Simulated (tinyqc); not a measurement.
# Capacitance measurement on a leaky thin oxide: effects of series resistance and leakage, step by step

Program tinyqc, `OMP_NUM_THREADS=1 python tinyqc.py 2022074 2022075 out.jsonl`; Intel Xeon 2.30GHz, shared host, one thread, about 0.01 s. Printed values are rounded.

The device is a capacitance C in parallel with a leakage conductance G, in series with Rs and Ls. An impedance meter reports either a parallel pair (Cp, Gp) from Y = 1/Z = Gp + i w Cp or a series pair (Cs, Rm) from Z = Rm + 1/(i w Cs); w = 2 pi f, dissipation D = Gp/(w |Cp|).

Values chosen for this exercise; values of the order met in thin-oxide MOS capacitors:
- eox = 3.9 (relative permittivity of the gate insulator (close to silicon dioxide))
- tox = 1 nm (insulator thickness)
- A = 400 um^2 (gate area)
- zc = 0.5 nm (oxide-equivalent thickness added by the accumulation layer)
- zp = 0 nm (oxide-equivalent thickness added by gate depletion)
- Jg = 0.00022 A/cm^2 (gate leakage current density, not matched to the thickness)
- Vs = 0.22 V (voltage for an e-fold rise of the leakage)
- Rs = 39 ohm (series resistance)
- Ls = 34 nH (series inductance)
- f = 10000 Hz (measuring frequency)

Constants: eps0 = 8.8541878128e-14 F/cm where lengths are in cm. Results are converted to the units shown.

## True capacitance and conductance

EOT = 3.9 tox/eox; CET = EOT + zc + zp; C = 3.9 eps0 A/CET; G = Jg A/Vs.

EOT = 1 nm
CET = 1.5 nm
C = 9.20836 pF
G = 0.004 uS

## What the meter reports

Z = Rs + i w Ls + 1/(G + i w C).

Z = (0.01199-1.72829i) x 1e6 ohm
Cp = 9.20835 pF
Gp = 0.00401305 uS
Cs = 9.20880 pF
D = 0.00693607

Cp is within 0.01 % of C and Cs is within 0.01 % of it; G Rs = 1.56e-7, w C Rs = 2.26e-5 and G/(w C) = 0.00691.
